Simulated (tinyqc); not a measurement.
p-n diode with diffusion and depletion-layer recombination: two steps of the calculation.

Abrupt junction in the depletion approximation, low injection, full ionisation, neutral widths fixed, ohmic contact on the p side. Vj is the junction voltage; where a series resistance Rs is given, V = Vj + J Rs is the terminal voltage.

Inputs (values chosen for the exercise); band and dielectric values close to those of silicon: temperature T = 300 K; band gap Eg = 1.13 eV; relative permittivity eps_r = 11.7; conduction-band density of states at T Nc = 2.78e19 cm^-3; valence-band density of states at T Nv = 2.67e19 cm^-3; acceptor density Na = 3.5e16 cm^-3; donor density Nd = 7.7e15 cm^-3; electron lifetime tn = 3e-7 s; hole lifetime tp = 5e-6 s; series resistance Rs = 0.00018 ohm cm^2; trap level above the intrinsic level Et = 0 eV; junction voltage at which recombination is evaluated Vj = 0.35 V; terminal voltage V = 0.95 V.

Constants: q = 1.602176634e-19 C, kB = 1.380649e-23 J/K, Vt = kB T/q, eps0 = 8.8541878128e-14 F/cm where lengths are in cm. Results are converted to the units shown.

Question 1. Recombination in the depleted layer. ni = sqrt(Nc Nv) exp(-Eg/(2 Vt)), Eg in volts. Vbi = Vt ln(Na Nd/ni^2), W = sqrt(2 eps0 eps_r (Vbi - Vj)(1/Na + 1/Nd)/q), xp = W Nd/(Na + Nd), xn = W Na/(Na + Nd); u(x) = q Na (x + xp)^2/(2 eps0 eps_r) for x < 0 and Vbi - Vj - q Nd (xn - x)^2/(2 eps0 eps_r) for x > 0; p = Na exp(-u/Vt), n = Nd exp((u - Vbi + Vj)/Vt); U = ni^2 (exp(Vj/Vt) - 1)/(tp (n + ni exp(Et/Vt)) + tn (p + ni exp(-Et/Vt))); J_scr = q times the integral of U from -xp to xn. Trapezoid rule on 15 equal steps.

Find: W; x; u; n; p; U; J_scr.

Answer 1.

W = 285.1 nm

```
point  x (nm)   u (V)  n (cm^-3)  p (cm^-3)  U (cm^-3 s^-1)
0       -51.4  0.0000    1.671e9   3.500e16        5.571e15
1       -32.4  0.0098    2.439e9   2.398e16        8.131e15
2       -13.4  0.0391    7.586e9   7.712e15        2.528e16
3         5.6  0.0869   4.827e10   1.212e15        1.608e17
4        24.6  0.1364   3.271e11   1.788e14        1.057e18
5        43.6  0.1816   1.877e12   3.117e13        3.115e18
6        62.6  0.2224   9.118e12   6.415e12        1.230e18
7        81.6  0.2590   3.751e13   1.560e12        3.111e17
8       100.6  0.2913   1.306e14   4.478e11        8.953e16
9       119.6  0.3192   3.853e14   1.518e11        3.036e16
10      138.6  0.3429   9.621e14   6.080e10        1.216e16
11      157.7  0.3622   2.034e15   2.876e10        5.751e15
12      176.7  0.3773   3.642e15   1.606e10        3.213e15
13      195.7  0.3880   5.520e15   1.060e10        2.119e15
14      214.7  0.3945   7.085e15    8.256e9        1.651e15
15      233.7  0.3966   7.700e15    7.597e9        1.519e15
```

J_scr = 1.844e-6 A/cm^2

Question 2. New Vj. Diffusion current alone: J = J0 (exp(Vj/Vt) - 1), g = Vj + J Rs - V, g' = 1 + Rs J0 exp(Vj/Vt)/Vt, Vj(new) = Vj - g/g'.

Vj at the start = 0.95 V
J0 = J0n + J0p = 1.1039879e-10 A/cm^2

Wanted: J; g; g'; Vj after iteration 1.

Answer 2.

J = 1.005e6 A/cm^2
g = 180.9 V
g' = 7000
Vj after iteration 1 = 0.9242 V

Numbers from tinyqc (`OMP_NUM_THREADS=1 python tinyqc.py 2260136 2260137 out.jsonl`; about 0.01 s on one thread of a shared Intel Xeon 2.30GHz).
